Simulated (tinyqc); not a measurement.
Doping and thickness from pinch-off voltage and conductance.

Inverse problem. A uniform channel has Vp = q Nd a^2/(2 eps0 eps_r) and G0 = q mu Nd a W/L. Find a and Nd.

Parameters, values chosen for the exercise; material values close to those of indium phosphide:

| symbol | value | unit | meaning |
|---|---|---|---|
| eps_r | 12.6 |  | relative permittivity of the semiconductor |
| mu | 2700 | cm^2/(V s) | low-field mobility at this doping |
| L | 2 | um | gate length |
| W | 300 | um | gate width |

Constants: q = 1.602176634e-19 C, eps0 = 8.8541878128e-14 F/cm where lengths are in cm. Results are converted to the units shown.

Vp = 1.1816406 V
G0 = 48.536339 mS

Answer. G0 gives the product Nd a and Vp gives Nd a^2; their ratio is a.

a = 220.0 nm
Nd = 3.400e16 cm^-3

tinyqc, about 0.07 s, one thread, Intel Xeon 2.30GHz (shared host): `OMP_NUM_THREADS=1 python tinyqc.py 2500102 2500103 out.jsonl`
